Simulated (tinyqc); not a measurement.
Inside a calculation. Method: plane-wave Kohn-Sham cycle with exchange-only LDA in a layered model solid. One step of it, computed by the program tinyqc.

Question. Iteration 2: levels at that k. Diagonalise the Hermitian matrix.

H (hartree), lower triangle:
```
           -3         -2         -1         +0         +1        +2        +3
-3   0.603088
-2   0.060001   0.197533
-1   0.051043   0.060001  -0.045801
+0   0.000268   0.051043   0.060001  -0.126912
+1  -0.000125   0.000268   0.051043   0.060001  -0.045801
+2  -0.000061  -0.000125   0.000268   0.051043   0.060001  0.197533
+3   0.000037  -0.000061  -0.000125   0.000268   0.051043  0.060001  0.603088
```

Give: eigenvalues.

Answer.

eigenvalues (hartree): -0.174  -0.111  0.009  0.198  0.226  0.617  0.618
